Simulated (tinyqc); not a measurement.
# Doping and thickness from pinch-off voltage and conductance

Question. A uniform channel has Vp = q Nd a^2/(2 eps0 eps_r) and G0 = q mu Nd a W/L. Find a and Nd.

Inputs (values chosen for the exercise); material values close to those of gallium arsenide:

| symbol | value | unit | meaning |
|---|---|---|---|
| eps_r | 13 |  | relative permittivity of the semiconductor |
| mu | 4600 | cm^2/(V s) | low-field mobility at this doping |
| L | 10 | um | gate length |
| W | 200 | um | gate width |

Constants: q = 1.602176634e-19 C, eps0 = 8.8541878128e-14 F/cm where lengths are in cm. Results are converted to the units shown.

Vp = 2.4119414 V
G0 = 13.442903 mS

Answer. G0 gives the product Nd a and Vp gives Nd a^2; their ratio is a.

a = 380 nm
Nd = 2.40e16 cm^-3

Program tinyqc, `OMP_NUM_THREADS=1 python tinyqc.py 2500133 2500134 out.jsonl`; Intel Xeon 2.30GHz, shared host, one thread, about 0.07 s.
